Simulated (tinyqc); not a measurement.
Plane-wave Kohn-Sham cycle with exchange-only LDA in a layered model solid, step by step. Computed by tinyqc, a small Python program that keeps every step. Settings: points = 16, plane-wave index or count = 3, electrons = 2, k points = 4, area = 30.0, mixing = 0.3, iteration cap = 73. Command: `OMP_NUM_THREADS=1 python tinyqc.py 29364 29365 out.jsonl` (the two numbers bound the seeds that draw the settings). One thread of a shared host (Intel(R) Xeon(R) Processor @ 2.60GHz), about 0.03 s of CPU time with the checks. Later iterations appear only in the table of the cycle.

## Iteration 1: potential

A solid whose potential varies along x alone (atomic units):
```
parameter                      value
period a                   13.700000
cross-section of the cell  30.000000
electrons per cell                 2
grid points                       16
plane waves -n..n, n               3
k points                           4
V1 in V1 cos(2 pi x/a)     -0.480000
V2 in V2 cos(4 pi x/a)     -0.230000
```

density at the start, on the grid x_j = j a/N (e/bohr^3): [0.00486618, 0.00486618, 0.00486618, 0.00486618, 0.00486618, 0.00486618, 0.00486618, 0.00486618, 0.00486618, 0.00486618, 0.00486618, 0.00486618, 0.00486618, 0.00486618, 0.00486618, 0.00486618]

V_H(G) = 4 pi rho(G)/G^2 for G != 0 (uniform background); v_x = -(3 rho/pi)^(1/3); V = V_ext + V_H + v_x; Fourier components f(G_m) = (1/N) sum_j f(x_j) exp(-i G_m x_j).

Potentials on the grid (hartree):
```
x              V_ext       V_H        v_x          V
0.000000   -0.710000  0.000000  -0.166873  -0.876873
0.856250   -0.606097  0.000000  -0.166873  -0.772970
1.712500   -0.339411  0.000000  -0.166873  -0.506284
2.568750   -0.021053  0.000000  -0.166873  -0.187927
3.425000    0.230000  0.000000  -0.166873   0.063127
4.281250    0.346323  0.000000  -0.166873   0.179449
5.137500    0.339411  0.000000  -0.166873   0.172538
5.993750    0.280828  0.000000  -0.166873   0.113954
6.850000    0.250000  0.000000  -0.166873   0.083127
7.706250    0.280828  0.000000  -0.166873   0.113954
8.562500    0.339411  0.000000  -0.166873   0.172538
9.418750    0.346323  0.000000  -0.166873   0.179449
10.275000   0.230000  0.000000  -0.166873   0.063127
11.131250  -0.021053  0.000000  -0.166873  -0.187927
11.987500  -0.339411  0.000000  -0.166873  -0.506284
12.843750  -0.606097  0.000000  -0.166873  -0.772970
```

V(G_m), m = 0, 1, 2, ... (hartree): [-0.166873, -0.240000, -0.115000, 0.000000, 0.000000, 0.000000, 0.000000]

## Iteration 1: Hamiltonian at one k

k = 0.125000 2 pi / a

H(m,m') = (k + G_m)^2/2 delta + V(G_m - G_m'), with V(-G) = V(G).

H (hartree), order -3, -2, -1, +0, +1, +2, +3:
$$\begin{pmatrix}
0.702416 & -0.240000 & -0.115000 & 0.000000 & 0.000000 & 0.000000 & 0.000000 \\
-0.240000 & 0.202862 & -0.240000 & -0.115000 & 0.000000 & 0.000000 & 0.000000 \\
-0.115000 & -0.240000 & -0.086353 & -0.240000 & -0.115000 & 0.000000 & 0.000000 \\
0.000000 & -0.115000 & -0.240000 & -0.165230 & -0.240000 & -0.115000 & 0.000000 \\
0.000000 & 0.000000 & -0.115000 & -0.240000 & -0.033768 & -0.240000 & -0.115000 \\
0.000000 & 0.000000 & 0.000000 & -0.115000 & -0.240000 & 0.308032 & -0.240000 \\
0.000000 & 0.000000 & 0.000000 & 0.000000 & -0.115000 & -0.240000 & 0.860170
\end{pmatrix}$$

## Iteration 1: levels at that k

Diagonalise the Hermitian matrix.

eigenvalues (hartree): [-0.623873, -0.163726, 0.129972, 0.289437, 0.401778, 0.801957, 0.952583]

## Iteration 1: new density

Motion across x is left out: the lowest 1 band(s) hold two electrons at each of the k points (j + 1/2)/nk - 1/2. Residual R = rho(out) - rho(in); rho(new) = rho(in) + 0.3 R. rho(out) = 2/(a A nk) sum |psi|^2 with psi = sum c exp(i G x). Harris energy E = band energy - dV sum rho (V_H/2 + v_x) + (3/4) dV sum rho v_x with rho(in), dV = a A/N, band energy = (2/nk) sum of the filled levels.

rho(out) (e/bohr^3): [0.02439636, 0.01809697, 0.00712753, 0.00134537, 0.00012142, 0.00002092, 0.00001505, 0.00000146, 0.00000509, 0.00000146, 0.00001505, 0.00002092, 0.00012142, 0.00134537, 0.00712753, 0.01809697]

density after iteration 1 (e/bohr^3): [0.01072523, 0.00883542, 0.00554458, 0.00380994, 0.00344275, 0.00341260, 0.00341084, 0.00340676, 0.00340785, 0.00340676, 0.00341084, 0.00341260, 0.00344275, 0.00380994, 0.00554458, 0.00883542]

energy per cell = -1.16352980 hartree

## Iteration 2: potential

As before.

Potentials on the grid (hartree):
```
x              V_ext        V_H        v_x          V
0.000000   -0.710000   0.189297  -0.217166  -0.737870
0.856250   -0.606097   0.163880  -0.203579  -0.645795
1.712500   -0.339411   0.102984  -0.174293  -0.410720
2.568750   -0.021053   0.034478  -0.153802  -0.140378
3.425000    0.230000  -0.025365  -0.148694   0.055941
4.281250    0.346323  -0.072313  -0.148258   0.125751
5.137500    0.339411  -0.105885  -0.148233   0.085293
5.993750    0.280828  -0.126045  -0.148174   0.006609
6.850000    0.250000  -0.132765  -0.148190  -0.030954
7.706250    0.280828  -0.126045  -0.148174   0.006609
8.562500    0.339411  -0.105885  -0.148233   0.085293
9.418750    0.346323  -0.072313  -0.148258   0.125751
10.275000   0.230000  -0.025365  -0.148694   0.055941
11.131250  -0.021053   0.034478  -0.153802  -0.140378
11.987500  -0.339411   0.102984  -0.174293  -0.410720
12.843750  -0.606097   0.163880  -0.203579  -0.645795
```

V(G_m), m = 0, 1, 2, ... (hartree): [-0.163464, -0.176097, -0.110248, -0.000815, -0.000380, 0.000134, 0.000160]

## Iteration 2: Hamiltonian at one k

k = 0.125000 2 pi / a

As before.

H (hartree), order -3, -2, -1, +0, +1, +2, +3:
$$\begin{pmatrix}
0.705825 & -0.176097 & -0.110248 & -0.000815 & -0.000380 & 0.000134 & 0.000160 \\
-0.176097 & 0.206272 & -0.176097 & -0.110248 & -0.000815 & -0.000380 & 0.000134 \\
-0.110248 & -0.176097 & -0.082944 & -0.176097 & -0.110248 & -0.000815 & -0.000380 \\
-0.000815 & -0.110248 & -0.176097 & -0.161821 & -0.176097 & -0.110248 & -0.000815 \\
-0.000380 & -0.000815 & -0.110248 & -0.176097 & -0.030359 & -0.176097 & -0.110248 \\
0.000134 & -0.000380 & -0.000815 & -0.110248 & -0.176097 & 0.311441 & -0.176097 \\
0.000160 & 0.000134 & -0.000380 & -0.000815 & -0.110248 & -0.176097 & 0.863579
\end{pmatrix}$$

## Iteration 2: levels at that k

As before.

eigenvalues (hartree): [-0.502648, -0.088132, 0.075630, 0.268643, 0.371331, 0.767110, 0.920059]

## Iteration 2: new density

As before.

rho(out) (e/bohr^3): [0.02367448, 0.01781773, 0.00740615, 0.00160496, 0.00019945, 0.00003966, 0.00002037, 0.00000236, 0.00000301, 0.00000236, 0.00002037, 0.00003966, 0.00019945, 0.00160496, 0.00740615, 0.01781773]

density after iteration 2 (e/bohr^3): [0.01461001, 0.01153011, 0.00610305, 0.00314845, 0.00246976, 0.00240072, 0.00239370, 0.00238544, 0.00238640, 0.00238544, 0.00239370, 0.00240072, 0.00246976, 0.00314845, 0.00610305, 0.01153011]

energy per cell = -0.96402838 hartree

## Convergence

Stop when sqrt(dV sum R^2) is below 1e-8, dV = a A/N.

Course of the cycle:
```
iteration  E (hartree)  norm of the residual
1          -1.16352980              1.58e-01
2          -0.96402838              1.07e-01
3          -0.86665510              7.14e-02
4          -0.82210001              4.69e-02
5          -0.80252155              3.05e-02
6          -0.79425197              1.96e-02
7          -0.79090806              1.26e-02
8          -0.78962243              8.12e-03
9          -0.78915848              5.31e-03
10         -0.78900613              3.54e-03
11         -0.78896465              2.41e-03
...                ...                   ...
40         -0.78897636              1.96e-07
41         -0.78897636              1.41e-07
42         -0.78897636              1.02e-07
43         -0.78897636              7.32e-08
44         -0.78897636              5.27e-08
45         -0.78897636              3.80e-08
46         -0.78897636              2.73e-08
47         -0.78897636              1.97e-08
48         -0.78897636              1.41e-08
49         -0.78897636              1.02e-08
50         -0.78897636              7.32e-09
```

Converged in 50 iterations. Before convergence this energy mixes input and output and is not variational, so it may rise towards its limit.
